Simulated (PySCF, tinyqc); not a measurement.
Worked calculation: FCI on RHF in the sto-3g basis, frozen core, for BeH+, spin multiplicity 1. The lowest restricted solution is unstable here: a spin-polarised one lies 0.0492 hartree lower (PySCF). One step of it, computed by the program tinyqc.

Question. Integrals over molecular orbitals. (pq|rs) = sum C_ip C_jq C_kr C_ls (ij|kl), one index at a time.

coefficients C, order 1Be 1s, 1Be 2s, 1Be 2px, 1Be 2py, 1Be 2pz, 2H 1s:
$$\begin{pmatrix}
0.993101 & -0.217834 & -0.192218 & 0.000000 & 0.000000 & -0.055578 \\
0.025497 & 0.754276 & 0.695846 & 0.000000 & 0.000000 & 0.228265 \\
0.000000 & 0.000000 & 0.000000 & -0.169659 & 0.985503 & 0.000000 \\
0.000000 & 0.000000 & 0.000000 & 0.985503 & 0.169659 & 0.000000 \\
-0.001964 & 0.204308 & -0.452736 & 0.000000 & 0.000000 & 0.901653 \\
-0.002166 & 0.504430 & -0.594000 & 0.000000 & 0.000000 & -0.695619
\end{pmatrix}$$

core Hamiltonian H = T + V (hartree), order 1Be 1s, 1Be 2s, 1Be 2px, 1Be 2py, 1Be 2pz, 2H 1s:
$$\begin{pmatrix}
-8.099825 & -1.992650 & 0.000000 & 0.000000 & -0.006250 & -0.064148 \\
-1.992650 & -2.334084 & 0.000000 & 0.000000 & -0.066419 & -0.335804 \\
0.000000 & 0.000000 & -1.852595 & 0.000000 & 0.000000 & 0.000000 \\
0.000000 & 0.000000 & 0.000000 & -1.852595 & 0.000000 & 0.000000 \\
-0.006250 & -0.066419 & 0.000000 & 0.000000 & -1.892551 & -0.439380 \\
-0.064148 & -0.335804 & 0.000000 & 0.000000 & -0.439380 & -1.397336
\end{pmatrix}$$

Two-electron integrals (ij|kl) in chemists' order, unique and non-zero (hartree):
```
(11|11) 2.298831   (21|11) 0.392036   (21|21) 0.079539   (22|11) 0.570988
(22|21) 0.143041   (22|22) 0.417683   (31|31) 0.014607   (32|31) 0.021888
(32|32) 0.092265   (33|11) 0.569578   (33|21) 0.143083   (33|22) 0.417589
(33|33) 0.449859   (41|41) 0.014607   (42|41) 0.021888   (42|42) 0.092265
(43|43) 0.024249   (44|11) 0.569578   (44|21) 0.143083   (44|22) 0.417589
(44|33) 0.401360   (44|44) 0.449859   (51|51) 0.014607   (52|51) 0.021888
(52|52) 0.092265   (53|53) 0.024249   (54|54) 0.024249   (55|11) 0.569578
(55|21) 0.143083   (55|22) 0.417589   (55|33) 0.401360   (55|44) 0.401360
(55|55) 0.449859   (61|11) 0.012006   (61|21) 0.002448   (61|22) 0.004484
(61|33) 0.004451   (61|44) 0.004451   (61|51) 0.000255   (61|52) 0.000482
(61|55) 0.004553   (61|61) 0.000080   (62|11) 0.057666   (62|21) 0.014809
(62|22) 0.051235   (62|33) 0.049056   (62|44) 0.049056   (62|51) 0.001839
(62|52) 0.013864   (62|55) 0.055533   (62|61) 0.000515   (62|62) 0.012908
(63|31) 0.000905   (63|32) 0.005074   (63|53) 0.002022   (63|63) 0.000759
(64|41) 0.000905   (64|42) 0.005074   (64|54) 0.002022   (64|64) 0.000759
(65|11) 0.074900   (65|21) 0.019356   (65|22) 0.069017   (65|33) 0.065325
(65|44) 0.065325   (65|51) 0.002816   (65|52) 0.021067   (65|55) 0.076315
(65|61) 0.000686   (65|62) 0.019006   (65|65) 0.028227   (66|11) 0.232681
(66|21) 0.060378   (66|22) 0.230529   (66|33) 0.218254   (66|44) 0.218254
(66|51) 0.006234   (66|52) 0.064154   (66|55) 0.254695   (66|61) 0.002078
(66|62) 0.083752   (66|65) 0.127910   (66|66) 0.774606
```

Give: one-electron integrals over orbitals h = C^T H C; Two-electron integrals over orbitals.

Answer.

one-electron integrals over orbitals h = C^T H C (hartree):
$$\begin{pmatrix}
-8.0906 & 0.1912 & 0.1802 & 0.0000 & 0.0000 & 0.0294 \\
0.1912 & -1.8439 & -0.1825 & 0.0000 & 0.0000 & -0.2304 \\
0.1802 & -0.1825 & -1.7099 & 0.0000 & 0.0000 & 0.1629 \\
0.0000 & 0.0000 & 0.0000 & -1.8526 & 0.0000 & 0.0000 \\
0.0000 & 0.0000 & 0.0000 & 0.0000 & -1.8526 & 0.0000 \\
0.0294 & -0.2304 & 0.1629 & 0.0000 & 0.0000 & -1.6847
\end{pmatrix}$$

Two-electron integrals over orbitals (pq|rs), unique and non-zero (hartree); the lowest 1 orbital is frozen and left out:
```
(22|22) 0.3970      (32|22) -0.0489     (32|32) 0.1079      (33|22) 0.3455
(33|32) -0.0092     (33|33) 0.3832      (42|42) 0.0513      (43|42) 0.0389
(43|43) 0.0417      (44|22) 0.3397      (44|32) 0.0706      (44|33) 0.3398
(44|44) 0.4499      (52|52) 0.0513      (53|52) 0.0389      (53|53) 0.0417
(54|54) 0.0242      (55|22) 0.3397      (55|32) 0.0706      (55|33) 0.3398
(55|44) 0.4014      (55|55) 0.4499      (62|22) 0.0101      (62|32) 0.0589
(62|33) -0.0337     (62|44) 0.0639      (62|55) 0.0639      (62|62) 0.0955
(63|22) 0.0512      (63|32) -0.1041     (63|33) -0.0024     (63|44) -0.0571
(63|55) -0.0571     (63|62) -0.0511     (63|63) 0.1179      (64|42) 0.0169
(64|43) -2.02e-05   (64|64) 0.0203      (65|52) 0.0169      (65|53) -2.02e-05
(65|65) 0.0203      (66|22) 0.3979      (66|32) -0.0347     (66|33) 0.3728
(66|44) 0.3546      (66|55) 0.3546      (66|62) 0.0073      (66|63) 0.0275
(66|66) 0.4238
```
